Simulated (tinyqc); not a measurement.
Flow curve at three pumping speeds: Berg model of reactive sputtering of a nitride or oxide: poisoning, hysteresis and pumping speed. Computed by tinyqc, a small Python program. Command: `OMP_NUM_THREADS=1 python tinyqc.py 3005863 3005864 out.jsonl berg walk`. One thread of a shared host (Intel(R) Xeon(R) Processor @ 2.30GHz), about 0.05 s of CPU time with the checks.

A diatomic gas reacts with bare metal on the target and on the collecting surfaces; ions remove metal and compound from the target. theta_t and theta_c are the compound fractions.

Inputs (values chosen for the exercise, close to those used for tantalum nitride): ion current density J = 23 mA/cm^2; target area A_t = 300 cm^2; collecting area A_c = 5300 cm^2; metal yield Y_m = 0.54; compound yield Y_c = 0.15; sticking coefficient alpha = 0.27; reactive atoms per metal atom z = 1; gas mass M = 28 u; pumping speed S = 140 l/s; gas temperature T = 300 K.

Constants: e = 1.602176634e-19 C; u = 1.6605390666e-27 kg; k_B = 1.380649e-23 J/K.

Method. Ion flux j = J/e; gas flux F = P/sqrt(2 pi M k_B T). Target: (2/z) alpha F (1 - theta_t) = j Y_c theta_t. Sputtered flows F_c = j Y_c theta_t A_t, F_m = j Y_m (1 - theta_t) A_t. Collector: (2/z) alpha F (1 - theta_c) A_c + F_c (1 - theta_c) = F_m theta_c. Gas use Q = alpha F [(1 - theta_t) A_t + (1 - theta_c) A_c] + P S/(k_B T); 1 sccm = 4.4780e17 molecules/s. Rate R = F_m + F_c, given relative to j Y_m A_t. P is a single-valued function of the flow Q only if dQ/dP > 0 everywhere: S must exceed k_B T times the steepest fall of the surface terms with P.

pressure of the steepest fall = 0.0157675 Pa

critical pumping speed = 308.286 l/s

Pressure as the free variable:
```
P (Pa)   theta_t  theta_c  relative rate  Q at S_c/4 (sccm)  Q at S_c (sccm)  Q at 2 S_c (sccm)
0.00079  0.05388  0.23736        0.96108              5.956            6.055              6.186
0.00160  0.10342  0.39882        0.92531              9.649            9.848             10.114
0.00320  0.18745  0.59306        0.86462             13.448           13.847             14.379
0.00550  0.28393  0.73873        0.79494             15.478           16.163             17.077
0.00950  0.40649  0.85408        0.70643             16.062           17.246             18.825
0.01600  0.53563  0.92598        0.61315             15.408           17.403             20.062
0.02500  0.64315  0.96196        0.53550             14.415           17.532             21.687
0.03900  0.73764  0.98161        0.46726             13.531           18.392             24.875
0.06300  0.81955  0.99205        0.40810             13.131           20.984             31.456
0.13000  0.90359  0.99792        0.34741             14.404           30.610             52.218
```

What does the comparison show, and why?

At S_c/4 the flow falls with pressure in 4 of the intervals: as the target poisons, less metal arrives to getter the gas. At 2 S_c it rises throughout. Coverages and rate depend on P alone, not on S. The collector converts before the target (theta_c = 0.85 at theta_t = 0.41), since the metal is spread over a larger area and no ions clean it. The rate tends to Y_c/Y_m = 0.278.
